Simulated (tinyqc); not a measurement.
# Gate-all-around wire, scale length and short-channel effects, step by step

Computed by the program tinyqc: `OMP_NUM_THREADS=1 python tinyqc.py 2420055 2420056 out.jsonl`, one thread of a shared Intel Xeon 2.30GHz, about 0.01 s for the whole run. Printed values are rounded.

A round wire of diameter ts in an insulator shell of thickness ti under a surrounding gate. Below threshold the potential that source and drain add obeys Laplace's equation and vanishes on the gate. Its lowest mode decays along the channel as exp(-k y); k is the smallest positive root of the matching condition at the interface, and the scale length is Lambda = pi/k.

Inputs (values chosen for the exercise); permittivities: semiconductor close to that of indium arsenide, insulator close to that of silicon dioxide: temperature T = 300 K; relative permittivity of the semiconductor eps_r = 14.8; relative permittivity of the insulator ei = 3.85; insulator thickness ti = 2.4 nm; wire diameter ts = 12.4 nm; channel length L = 48 nm; potential of the source Vbi = 0.98 V; potential of the barrier top at threshold sT = 0.47 V; long-channel threshold VTL = 0.4 V; long-channel body factor m = 1; drain voltage Vds = 0.5 V.

Constants: q = 1.602176634e-19 C, kB = 1.380649e-23 J/K, Vt = kB T/q. Results are converted to the units shown.

## Scan of the matching condition

| point | k (1/nm) |
|---|---|
| 0 | 0.03375 |
| 1 | 0.0675 |
| 2 | 0.10125 |
| 3 | 0.135 |
| 4 | 0.16875 |
| 5 | 0.2025 |
| 6 | 0.23625 |
| 7 | 0.27 |

f(k) = ei J0(u)[J1(u) Y0(v) - Y1(u) J0(v)] - eps_r J1(u)[J0(u) Y0(v) - Y0(u) J0(v)], u = k ts/2, v = u + k ti.

| point | f(k) |
|---|---|
| 0 | 11.2307 |
| 1 | 4.9086 |
| 2 | 2.5241 |
| 3 | 1.1634 |
| 4 | 0.2533 |
| 5 | -0.3921 |
| 6 | -0.8502 |
| 7 | -1.1599 |

The first change of sign lies between k = 0.16875 and 0.2025 1/nm.

## Iteration 1: decay constant by Newton steps

k at the start = 0.2025 1/nm

f(k) = ei J0(u)[J1(u) Y0(v) - Y1(u) J0(v)] - eps_r J1(u)[J0(u) Y0(v) - Y0(u) J0(v)], u = k ts/2, v = u + k ti; f' by a central difference with +/- 1e-5 1/nm; k(new) = k - f/f'.

f = -0.392138
f' = -16.0943 nm
k after iteration 1 = 0.178135 1/nm

## Iteration 2: decay constant by Newton steps

As before.

f = 0.0516318
f' = -20.4979 nm
k after iteration 2 = 0.180654 1/nm

## Course of the iteration: decay constant by Newton steps

Stop when k changes by less than 1e-10 1/nm, or after 30 iterations.

Course of the iteration:

| iteration | k (1/nm) | \|change\| (1/nm) |
|---|---|---|
| 1 | 0.178135 | 0.0244 |
| 2 | 0.180654 | 2.52e-3 |
| 3 | 0.180686 | 3.19e-5 |
| 4 | 0.180686 | 5.04e-9 |
| 5 | 0.180686 | < 1e-14 |

Converged in 5 iterations. At the end the number of correct digits about doubles with each step.

## Scale length against simple estimates

k = 0.180686 1/nm

Lambda = pi/k and l = 1/k. A parabolic potential across the structure gives l(parabolic) = sqrt([2 eps_r ts^2 ln(1 + 2 ti/ts) + ei ts^2]/(16 ei)).

Lambda = 17.3871 nm
l = 5.53447 nm
l(parabolic) = 5.81257 nm

The parabolic estimate is 5.0 % above l.

## Threshold shift, barrier position and swing

Along the channel psi(y) = s + a exp(y/l) + b exp(-y/l) with psi(0) = Vbi, psi(L) = Vbi + Vds and l = 1/k = Lambda/pi; with A = Vbi - s, B = A + Vds, x = exp(-L/l): a = (B - A x) x/(1 - x^2), b = (A - B x)/(1 - x^2). The minimum is s + 2 sqrt(a b), at y = (l/2) ln(b/a). The long-channel potential follows the gate as s = sT + (Vg - VTL)/m, and the threshold VT is the gate voltage at which the minimum equals sT. Swing = m Vt ln 10/g at threshold, g = d(minimum)/ds = 1 - (b x + a)/((1 + x) sqrt(a b)).

s at threshold = 0.450691 V
a = 1.76161e-4 V
b = 0.529133 V
position of the minimum = 22.1589 nm
VT = 0.380691 V
swing = 61.2174 mV/decade

The threshold lies 19.3 mV below the long-channel value, and the barrier top sits at 0.46 L from the source.
